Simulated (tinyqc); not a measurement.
Band-to-band tunnelling in a uniform field: complex band structure along [001] in sp3s* tight binding.

For k = (0, 0, kz) the phase sums are g0 = cos(phi) and g3 = i sin(phi), phi = kz a/4, and the s, pz, s* orbitals of anion (a) and cation (c) decouple from px, py. With z = exp(i phi), H(z) = H0 + z T + T^T/z for any complex z. H0 is diagonal (Esa, Epa, Exa, Esc, Epc, Exc). The anion-cation block is B(z) = z U + W/z and the cation-anion block z W^T + U^T/z, where U has Vss/2 (s,s), Vsapc/2 (s,z), -Vscpa/2 (z,s), Vxx/2 (z,z), Vxapc/2 (s*,z), -Vpaxc/2 (z,s*), and W has the same values with the s-z and s*-z signs reversed. |z| = 1 is a band state, |z| < 1 decays along [001] as exp(-kappa d) over a distance d, kappa = -(4/a) ln|z|. No spin-orbit coupling.

Constants: hbar^2/2m0 = 3.80998211 eV angstrom^2.

Values chosen for the exercise (out of a larger set: near a published set for InAs, fitted to gaps, whose masses and valley positions are rough (light masses up to twice too heavy); not measured data): p = (-9.526, 0.911, -2.721, 3.731, 7.409, 6.734, -5.609, 1.837, 4.479, 3.035, 5.435, 3.377, 3.902) eV (order Esa, Epa, Esc, Epc, Exa, Exc, Vss, Vxx, Vxy, Vsapc, Vscpa, Vxapc, Vpaxc); a = 6.054 angstrom (lattice constant).

Ev = 0.00526 eV
EG (direct gap) = 0.43157 eV

masses of this model, from the curvature at Gamma (m0): m_lh 0.02916, m_e 0.03125

WKB at zero transverse momentum: T = exp(-2 I/(eF)), I = integral of kappa dE across the direct gap (8 Gauss-Legendre points in theta, E = EG sin^2 theta, 0 to pi/2); 1 MV/cm = 0.01 V/angstrom. The two-band form gives I = (pi/8) sqrt(m/c) EG^(3/2) with m = 2 m_lh m_e/(m_lh + m_e).

Tunnelling:
```
F (MV/cm)  path EG/eF (angstrom)  exponent 2I/eF  T, tight binding  T, two-band
0.50                        86.3           3.961            0.0190       0.0190
0.75                        57.5           2.640            0.0713       0.0712
1.50                        28.8           1.320             0.267        0.267
2.00                        21.6           0.990             0.372        0.371
3.00                        14.4           0.660             0.517        0.517
4.00                        10.8           0.495             0.610        0.609
```

Give the missing row, F (MV/cm) = 1.00.

Computed row:
```
F (MV/cm)  path EG/eF (angstrom)  exponent 2I/eF  T, tight binding  T, two-band
1.00                        43.2           1.980             0.138        0.138
```

I, tight binding = 0.009902 eV/angstrom
I, two-band = 0.009908 eV/angstrom

The two-band integral is +0.06 % from the tight-binding one, which makes the two-band T 0.9977 times the other at 0.5 MV/cm and 0.9997 times at 4 MV/cm. Doubling the field from 1 to 2 MV/cm halves the exponent and raises T by a factor 2.69. Where the exponent falls below about 2 the WKB form is only a guide.

Program tinyqc; command `OMP_NUM_THREADS=1 python tinyqc.py 1482073 1482074 out.jsonl`; about 0.01 s on one thread of a shared Intel(R) Xeon(R) Processor @ 2.30GHz.
